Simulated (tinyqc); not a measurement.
## Probe couplings from its potential

Inverse problem. One voltage probe p sits between leads L (mu = 1) and R (mu = 0) without magnetic field: mu_p = T_pL/(T_pL + T_pR), T_eff = T_RL + T_pL T_pR/(T_pL + T_pR). Find T_pL and T_pR.

T_RL = 0.16
mu_p = 0.61403509
T_eff = 0.29508772

Solution. T_eff - T_RL equals T_pL (1 - mu_p) and also T_pR mu_p.

T_pL = 0.350
T_pR = 0.220

Program tinyqc, `OMP_NUM_THREADS=1 python tinyqc.py 2700108 2700109 out.jsonl`; Intel Xeon 2.30GHz, shared host, one thread, about 0.01 s.
